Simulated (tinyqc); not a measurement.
Inside a calculation. Model: resistance of a tapered via with liner, size effect and interface.

Numbers from tinyqc (`OMP_NUM_THREADS=1 python tinyqc.py 2750004 2750005 out.jsonl`; about 0.01 s on one thread of a shared Intel Xeon 2.30GHz). Printed values are rounded.

A round via whose diameter grows from db at the bottom as D(z) = db + 2 z/tan(ang). The fill, of diameter D - 2 tl, starts above the bottom liner (thickness fb tl) and has rho = rho0 (1 + ks lam/(D - 2 tl)); the sidewall liner conducts in parallel with it. The bottom liner and the interface are crossed over the full area pi db^2/4. Spreading in the lines above and below is left out.

Inputs (values chosen for the exercise); fill metal close to molybdenum: diameter at the bottom db = 14 nm; height hv = 25 nm; sidewall angle ang = 88 degrees; bulk resistivity of the fill rho0 = 5.27 uohm cm; mean free path of the fill lam = 11.5 nm; size-effect factor ks = 1.4; liner on the sidewall tl = 0.3 nm; liner at the bottom over that on the sidewall fb = 1; resistivity of the liner rl = 230 uohm cm; interface resistivity at the bottom ri = 3.5e-12 ohm cm^2; ballistic conductance per area, about 3/(4 rho0 lam) Sb = 1.3e15 S/m^2.

## Slices of the via

Slices between z0 = fb tl and hv, evaluated at their midpoints: conductance per length pi/4 [(D - 2 tl)^2/rho + (D^2 - (D - 2 tl)^2)/rl], slice resistance = slice height over that. 8 slices.

```
slice   z (nm)   D (nm)  rho (uohm cm)  slice resistance (ohm)
0      1.84375  14.1288        11.5416                 2.46771
1      4.93125  14.3444        11.4432                 2.37077
2      8.01875  14.5600        11.3478                 2.27919
3      11.1062  14.7757        11.2554                 2.19259
4      14.1937  14.9913        11.1657                 2.11063
5      17.2812  15.2069        11.0787                 2.03299
6      20.3687  15.4226        10.9942                 1.95939
7      23.4563  15.6382        10.9121                 1.88955
```

## Total resistance

R_fill = sum of the slices; R_bottom = rl fb tl/(pi db^2/4); R_interface = ri/(pi db^2/4); ballistic (Sharvin) limit 1/(Sb pi (db - 2 tl)^2/4); ideal cylinder rho0 hv/(pi db^2/4).

parts (ohm): fill 17.3028, bottom liner 4.48232, interface 2.27364
R = 24.0588 ohm
shares (%): fill 71.9189, bottom liner 18.6307, interface 9.4504
ballistic limit = 5.45453 ohm
ideal cylinder = 8.55864 ohm

The fill is the largest part, and R is 2.81 times the ideal cylinder. With 2000 slices R = 24.060 ohm.
